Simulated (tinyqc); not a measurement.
Inside a calculation. Method: Hubbard chain of 5 sites. One step of it, computed by the program tinyqc.

Task: Mean-field iteration 1. H(up) = T + U n(down), H(down) = T + U n(up); fill the lowest levels; n(new) = n + mixing (n(out) - n); E = tr T (rho up + rho down) + U sum n_up n_down of the output.

one-body matrix (hopping and site energies) (eV):
```
           1          2          3          4          5
1  -0.970000  -0.890000   0.000000   0.000000   0.000000
2  -0.890000   0.260000  -0.890000   0.000000   0.000000
3   0.000000  -0.890000   0.400000  -0.890000   0.000000
4   0.000000   0.000000  -0.890000   0.620000  -0.890000
5   0.000000   0.000000   0.000000  -0.890000   0.050000
```

U = 6.100000 eV

electrons, up and down: 4  3

mixing = 0.500000

n(up) at the start (a guess, not normalised): 1 0.850000, 2 0.750000, 3 0.850000, 4 0.750000, 5 0.850000

n(down) at the start (a guess): 1 0.550000, 2 0.650000, 3 0.550000, 4 0.650000, 5 0.550000

Give: levels, up; levels, down; energy; n(up) after iteration 1; n(down) after iteration 1.

Result:

levels, up (eV): 1.9316  2.6594  3.3493  4.7966  5.6181

levels, down (eV): 3.3884  4.0587  4.9777  5.8478  6.7925

energy = 11.1721 eV

n(up) after iteration 1: 1 0.9188, 2 0.7930, 3 0.7886, 4 0.6380, 5 0.8867

n(down) after iteration 1: 1 0.7277, 2 0.6264, 3 0.5022, 4 0.5836, 5 0.5351
